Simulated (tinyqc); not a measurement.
Comparisons within one model: shallow donor in an anisotropic valley (effective-mass theory). A value that a table varies takes the place of the one given here.

One valley: H = -c [(d2/dx2 + d2/dy2)/mt + (d2/dz2)/ml] - q/(eps r), c = hbar^2/2m0, q = e^2/(4 pi eps0). Trial function exp(-sqrt((x^2 + y^2)/a^2 + z^2/b^2)) with a > b: T = (c/3)(2/(mt a^2) + 1/(ml b^2)), V = -(q/eps) atan(u/b)/u, u = sqrt(a^2 - b^2). The central cell of the impurity is left out.

Constants: hbar^2/2m0 = 3.80998211 eV angstrom^2; e^2/(4 pi eps0) = 14.39964547 eV angstrom; Ry = 13.60569312 eV; a0 (Bohr radius) = 0.5291772105 angstrom.

Inputs chosen for the exercise (near those of GaP; the results hold for these values, not for the real material): mt = 0.248 m0 (transverse mass); eps = 11.1 (dielectric constant); xs = (1.2, 2.5, 3.5, 4.6, 9.9, 15, 56, 180) (ratios ml/mt); ml = 2.07 m0 (longitudinal mass).

## Mass anisotropy

mt and eps fixed, ml varied. Energies in units of Ry*(mt) = Ry mt/eps^2 and lengths in a*(mt) = a0 eps/mt; the last two columns use one mass, 3/(1/ml + 2/mt) or (ml mt^2)^(1/3).

Results:

| ml/mt | a/a* | b/a | binding | conductivity mass | density-of-states mass |
|---|---|---|---|---|---|
| 1.20 | 0.962 | 0.937 | 1.062 | 1.059 | 1.063 |
| 2.50 | 0.835 | 0.723 | 1.322 | 1.250 | 1.357 |
| 3.50 | 0.788 | 0.642 | 1.446 | 1.312 | 1.518 |
| 4.60 | 0.754 | 0.584 | 1.549 | 1.353 | 1.663 |
| 9.90 | 0.675 | 0.447 | 1.835 | 1.428 | 2.147 |
| 15.0 | 0.640 | 0.387 | 1.987 | 1.452 | 2.466 |
| 56.0 | 0.561 | 0.247 | 2.433 | 1.487 | 3.826 |
| 180 | 0.515 | 0.166 | 2.762 | 1.496 | 5.646 |

The binding grows from 1.06 to 2.76 Ry*(mt); for ml going to infinity the exact problem becomes two-dimensional, with 4 Ry*. The conductivity mass saturates at 1.5 and underbinds, by 13 % at ml/mt = 4.6; the density-of-states mass errs by +7 % there and by +104 % in the last row. With these mt and eps one unit is 27.39 meV.

## What each parameter does

The minimum of the trial energy. Each row changes one parameter from the base and keeps the others.

Results:

| case | E (meV) | a (angstrom) | b (angstrom) | b/a |
|---|---|---|---|---|
| base | -48.52 | 16.35 | 7.76 | 0.474 |
| ml = 2.587 m0 | -50.78 | 15.87 | 6.97 | 0.439 |
| mt = 0.223 m0 | -44.60 | 17.92 | 8.20 | 0.457 |
| eps = 10 | -59.78 | 14.73 | 6.99 | 0.474 |

The largest shifts from the base row, up to three for each result and ties (the steps differ in size, so this ranks the rows, not the parameters). E (meV): eps -11.26, mt +3.92, ml -2.26. a (angstrom): eps -1.62, mt +1.57, ml -0.48. b (angstrom): ml -0.79, eps -0.77, mt +0.44. b/a: ml -0.035, mt -0.017; unchanged at the printed digits by eps. eps only rescales the solution (E as 1/eps^2, lengths as eps), so b/a depends on ml/mt alone.

Computed by tinyqc, a small Python program: `OMP_NUM_THREADS=1 python tinyqc.py 1250402 1250403 out.jsonl` (the numbers bound the seed that draws the inputs); one thread of a shared host (Intel(R) Xeon(R) Processor @ 2.30GHz), about 0.01 s for the whole set of steps.
